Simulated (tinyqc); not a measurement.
What moves the results: electrons shared among three sets of ellipsoidal valleys. A value that a table varies takes the place of the one given here.

F_j(eta) = (1/Gamma(j + 1)) integral_0^infinity x^j dx/(1 + exp(x - eta)), which tends to exp(eta) for eta << 0.

Sets X, L, Gamma: N_i = M_i times N = 2 (m kB T/(4 pi c))^(3/2) with c = hbar^2/2m0, in 1/angstrom^3; times 1e24 for 1/cm^3, m = (ml mt^2)^(1/3); n = sum_i N_i F_1/2((EF - dE_i)/kT), energies from the edge of the first set; mu_drift = sum of share times mobility.

Constants: hbar^2/2m0 = 3.80998211 eV angstrom^2; kB = 8.617333262e-05 eV/K.

Parameters, chosen for this exercise (masses and offsets near those of GaP; mobilities are free inputs, held fixed; shifted at random, so the results belong to these values and not to a real crystal): dE = (0, 0.279, 0.428) eV (edges of X, L, Gamma above the first); M = (3, 4, 1) (valleys in each set); ml = (2.095, 1.215, 0.127) m0 (longitudinal masses of X, L, Gamma); mt = (0.2621, 0.1554, 0.127) m0 (transverse masses); mu = (300, 450, 1700) cm^2/(V s) (mobility of each set); n = 3e+19 1/cm^3 (total electron density); T = 300 K.

## Transfer between valleys with temperature

Offsets, masses and mobilities are held fixed; n is fixed too, so the high values of T stand for hot electrons, not for the lattice.

Populations:

| T (K) | EF (eV) | share X | share L | share Gamma | mu_drift |
|---|---|---|---|---|---|
| 77 | 0.0311 | 1.0000 | 0.0000 | 0.0000 | 300 |
| 150 | 0.0271 | 1.0000 | 0.0000 | 0.0000 | 300 |
| 300 | 0.0107 | 1.0000 | 0.0000 | 0.0000 | 300 |
| 450 | -0.0139 | 0.9994 | 0.0006 | 0.0000 | 300 |
| 600 | -0.0446 | 0.9969 | 0.0031 | 0.0000 | 300 |
| 900 | -0.1199 | 0.9825 | 0.0173 | 0.0002 | 303 |
| 1200 | -0.2097 | 0.9589 | 0.0405 | 0.0006 | 307 |
| 2000 | -0.4989 | 0.8893 | 0.1077 | 0.0030 | 320 |

What does this show?

The share of X goes from 1.000 to 0.889 and the mean mobility from 300 to 320 cm^2/(V s). X holds more than L throughout. The share of Gamma is at most 0.003.

## Transfer between valleys with doping

Parabolic valleys; band tails and gap narrowing are left out.

Populations:

| n (1/cm^3) | EF (eV) | share X | share L | share Gamma | mu_drift |
|---|---|---|---|---|---|
| 1.0e+16 | -0.2057 | 1.0000 | 0.0000 | 0.0000 | 300 |
| 1.0e+17 | -0.1462 | 1.0000 | 0.0000 | 0.0000 | 300 |
| 1.0e+18 | -0.0863 | 1.0000 | 0.0000 | 0.0000 | 300 |
| 3.0e+18 | -0.0573 | 1.0000 | 0.0000 | 0.0000 | 300 |
| 1.0e+19 | -0.0239 | 1.0000 | 0.0000 | 0.0000 | 300 |
| 3.0e+19 | 0.0107 | 1.0000 | 0.0000 | 0.0000 | 300 |
| 1.0e+20 | 0.0630 | 1.0000 | 0.0000 | 0.0000 | 300 |

What can be read from the table?

The share of X stays near 1.000, so the mean mobility hardly moves. X holds more than L throughout. The share of Gamma is at most 8.4e-09.

## Moving the second set by strain or alloying

The second entry of dE is replaced by the values listed; a negative value puts that set lowest.

Populations:

| offset (eV) | EF (eV) | share X | share L | share Gamma | mu_drift |
|---|---|---|---|---|---|
| -0.100 | -0.0724 | 0.0566 | 0.9434 | 0.0000 | 442 |
| -0.050 | -0.0316 | 0.2554 | 0.7446 | 0.0000 | 412 |
| 0.000 | -0.0050 | 0.6242 | 0.3758 | 0.0000 | 356 |
| 0.025 | 0.0026 | 0.7883 | 0.2117 | 0.0000 | 332 |
| 0.050 | 0.0070 | 0.8980 | 0.1020 | 0.0000 | 315 |
| 0.100 | 0.0101 | 0.9825 | 0.0175 | 0.0000 | 303 |
| 0.150 | 0.0106 | 0.9974 | 0.0026 | 0.0000 | 300 |
| 0.200 | 0.0107 | 0.9996 | 0.0004 | 0.0000 | 300 |
| 0.300 | 0.0107 | 1.0000 | 0.0000 | 0.0000 | 300 |

How do the results move?

The share of X goes from 0.057 to 1.000 and the mean mobility from 442 to 300 cm^2/(V s). X and L hold equal numbers between offset = -0.05 and 0 eV. The share of Gamma is at most 3.7e-09. With Boltzmann statistics the first two sets are equal at kT ln(N_2/N_1) = -0.0131 eV.

## What moves the populations

All else solved anew. Each row changes one parameter from the base and keeps the others.

Results:

| case | EF (eV) | share X | share L | share Gamma | mu_drift (cm^2/(V s)) |
|---|---|---|---|---|---|
| base | 0.0107 | 1.0000 | 0.0000 | 0.0000 | 300 |
| T = 350 K | 0.0033 | 0.9999 | 0.0001 | 0.0000 | 300 |
| n = 9e+19 1/cm^3 | 0.0573 | 1.0000 | 0.0000 | 0.0000 | 300 |
| dE = (0, 0.2232, 0.428) eV | 0.0107 | 0.9998 | 0.0002 | 0.0000 | 300 |
| mt = (0.2621, 0.1865, 0.127) m0 | 0.0107 | 1.0000 | 0.0000 | 0.0000 | 300 |
| ml = (2.095, 1.458, 0.127) m0 | 0.0107 | 1.0000 | 0.0000 | 0.0000 | 300 |
| mu = (360, 450, 1700) cm^2/(V s) | 0.0107 | 1.0000 | 0.0000 | 0.0000 | 360 |

What does this show?

The largest shifts from the base row, up to three for each result and ties (the steps differ in size, so this ranks the rows, not the parameters). EF (eV): n +0.0466, T -0.0074; unchanged at the printed digits by dE, mt, ml and mu. share X: dE -0.0001, T -0.0001; unchanged at the printed digits by n, mt, ml and mu. share L: dE +0.0001, T +0.0001; unchanged at the printed digits by n, mt, ml and mu. share Gamma: unchanged at the printed digits by T, n, dE, mt, ml and mu. mu_drift (cm^2/(V s)): mu +60; unchanged at the printed digits by T, n, dE, mt and ml.

(tinyqc, `OMP_NUM_THREADS=1 python tinyqc.py 1680867 1680868 out.jsonl`, Intel(R) Xeon(R) Processor @ 2.30GHz, 1 thread, shared host, about 0.01 s.)
